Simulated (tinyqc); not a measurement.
Dopants and charged point defects at anneal temperature: Fermi-level effect, clustering and pairing. Changing the cluster binding energy E_b. Computed by tinyqc, a small Python program. Command: `OMP_NUM_THREADS=1 python tinyqc.py 3015228 3015229 out.jsonl pairing sweep`. One thread of a shared host (Intel(R) Xeon(R) Processor @ 2.30GHz), about 0.04 s of CPU time with the checks.

Boltzmann statistics and full ionisation of active dopants. Energies are counted from the valence band; the defect (a vacancy or self-interstitial) has five charge states, with all degeneracy factors one.

Inputs (values chosen for the exercise, for a model semiconductor): gap at 0 K E_g0 = 1.37 eV; Varshni alpha = 0.000703 eV/K; Varshni beta = 224 K; electron mass m_e = 0.0482 m_0; valleys M_c = 1; hole mass m_h = 0.391 m_0; anneal temperature T = 1080 K; total dopant density N = 1.7e+19 cm^-3; formation enthalpy of the neutral defect H_f = 2.91 eV; formation entropy S_f = 5.2 k_B; site density N_s = 2.2e+22 cm^-3; intrinsic dopant diffusivity D_i = 1.2e-16 cm^2/s; anneal time t = 2000 s; dopant atoms per cluster k = 2.

Dopant: acceptor. Second part: clustering of the dopant.

defect levels as fractions of E_g(T): (2+/+), (+/0), (0/-), (-/2-): [0.12, 0.2, 0.47, 0.64]

Constants: m_0 = 9.1093837015e-31 kg; k_B = 1.380649e-23 J/K; h = 6.62607015e-34 J s; k_B = 8.617333262e-05 eV/K.

Method:
- E_g = E_g0 - alpha T^2/(T + beta).
- N_c = 2 M_c (2 pi m_e k_B T/h^2)^(3/2) and N_v = 2 (2 pi m_h k_B T/h^2)^(3/2), masses in units of m_0.
- n_i = sqrt(N_c N_v) exp(-E_g/2 k_B T); E_i = E_g/2 + (k_B T/2) ln(N_v/N_c).
- p = A/2 + sqrt(A^2/4 + n_i^2) for an active density A.
- k ionised dopants and k carriers form one neutral cluster: C = N_s (A/N_s)^k (p/N_b)^k exp(E_b/k_B T), N_b the effective density of states of the majority band, and N = A + k C (60 bisections in ln A between ln N - 90 and ln N).
- chi = n/n_i (for acceptors n_i/p); E_F = E_i + k_B T ln chi; field enhancement h = 1 + A/sqrt(A^2 + 4 n_i^2).
- C_0 = N_s exp(S_f/k_B) exp(-H_f/k_B T). Ratios to the neutral state at E_F = E_i: r_+ = exp((E(+/0) - E_i)/k_B T), r_2+ = r_+ exp((E(2+/+) - E_i)/k_B T), r_- = exp((E_i - E(0/-))/k_B T), r_2- = r_- exp((E_i - E(-/2-))/k_B T); at other E_F state q scales as chi^(-q). The enhancement is sum r_q chi^(-q)/sum r_q. The charge on the defects is left out of neutrality.
- If every charge state of the defect carries the dopant equally well, D = D_i x enhancement x h x (active share A/N, a rough stand-in that overstates the dA/dN which immobile clusters call for), D_i being an input held fixed when T or H_f is moved; diffusion length 2 sqrt(D t).

One run for each value:
```
cluster binding energy E_b (eV)  active density A (cm^-3)  active share    D/D_i
0.715                                          1.3389e+19       0.78758  0.37175
0.940                                          8.9408e+18       0.52593  0.17244
1.160                                          5.4195e+18       0.31879  0.07770
1.390                                          3.0575e+18       0.17986  0.03811
1.610                                          1.7271e+18       0.10160  0.02262
1.840                                          9.3346e+17       0.05491  0.01548
2.060                                          5.0458e+17       0.02968  0.01206
2.290                                          2.4834e+17       0.01461  0.00899
```

Describe the trends.

Over the rows, active density A (cm^-3) falls from 1.34e19 to 2.48e17 (exponent d ln y / d ln x -1.5 between the first rows and -6.7 between the last); active share falls from 0.788 to 0.0146 (exponent d ln y / d ln x -1.5 between the first rows and -6.7 between the last); D/D_i falls from 0.372 to 0.00899 (exponent d ln y / d ln x between -3.9 and -2.2).
